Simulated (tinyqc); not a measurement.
Resistance of a source-drain extension with a graded tip: two steps of the calculation.

y runs along the channel, the gate covers y > 0. The doping is N0 for y < y0 and N0 10^(-(y - y0)/la) beyond, uniform over the depth xj. Sheet conductance s(y) = q mu(N) max(N - Nch, 0) xj + (for y > 0) ma Cox Vo, with mu(N) = u0 + (u1 - u0)/(1 + (N/Nr)^au) and Cox = eps0 eox/tox. Current is taken as one-dimensional; depletion of the tip, spreading and the contact are left out. The metallurgical junction lies at yj, where N = Nch.

Inputs (values chosen for the exercise); mobility law close to that of electrons in silicon: relative permittivity of the gate insulator (close to silicon nitride) eox = 7.32; insulator thickness tox = 2.8 nm; active doping of the extension far from the gate N0 = 6.3e19 cm^-3; lateral abruptness la = 2.9 nm/decade; position under the gate where the fall begins (gate edge at 0) y0 = -0.8 nm; depth of the extension xj = 25 nm; channel doping Nch = 9.6e17 cm^-3; gate overdrive Vo = 0.54 V; mobility of the gate-induced layer ma = 130 cm^2/(V s); mobility at low doping u1 = 1414 cm^2/(V s); mobility at high doping u0 = 68.5 cm^2/(V s); reference doping Nr = 9.2e16 cm^-3; exponent au = 0.711; gate length Lg = 30 nm.

Constants: q = 1.602176634e-19 C, eps0 = 8.8541878128e-14 F/cm where lengths are in cm. Results are converted to the units shown.

Task 1. Sheet resistances and junction position. yj = y0 + la log10(N0/Nch); sheet resistance of the full extension 1/[q mu(N0)(N0 - Nch) xj] and of the gate-induced layer 1/(ma Cox Vo); metallurgical length Lg - 2 yj; ye is where the doped and the gate-induced conductances are equal.

Find: yj; sheet resistance of the extension; sheet resistance of the induced layer; metallurgical length; ye; N at ye.

Result 1.

yj = 4.4695 nm
sheet resistance of the extension = 494.72 ohm/square
sheet resistance of the induced layer = 6154.1 ohm/square
metallurgical length = 21.061 nm
ye = 2.8632 nm
N at ye = 3.4370e18 cm^-3

The gate takes over 1.61 nm before the junction, where N is still 3.58 times the channel doping.

Task 2. Resistance of the overlapped part. Midpoint rule on 12 equal steps from 0 to yj: R_ov = sum h/s(y), per width.

Give: y; N; doped conductance; sheet resistance; R_ov.

Result 2.

```
point,y (nm),N (cm^-3),doped conductance (uS),sheet resistance (ohm/square)
0,0.18623,2.8791e19,1011.7,851.67
1,0.55869,2.1420e19,785.54,1054.8
2,0.93115,1.5937e19,612.43,1290.4
3,1.3036,1.1857e19,478.85,1559.2
4,1.6761,8.8212e18,374.69,1861.6
5,2.0485,6.5628e18,292.35,2198.6
6,2.4210,4.8827e18,226.12,2573.3
7,2.7934,3.6327e18,171.66,2992.6
8,3.1659,2.7027e18,125.69,3470.0
9,3.5384,2.0107e18,85.670,4029.6
10,3.9108,1.4960e18,49.663,4713.5
11,4.2833,1.1130e18,16.171,5597.0
```

R_ov = 11.990 ohm um

tinyqc, about 0.03 s, one thread, Intel Xeon 2.30GHz (shared host): `OMP_NUM_THREADS=1 python tinyqc.py 2282064 2282065 out.jsonl`
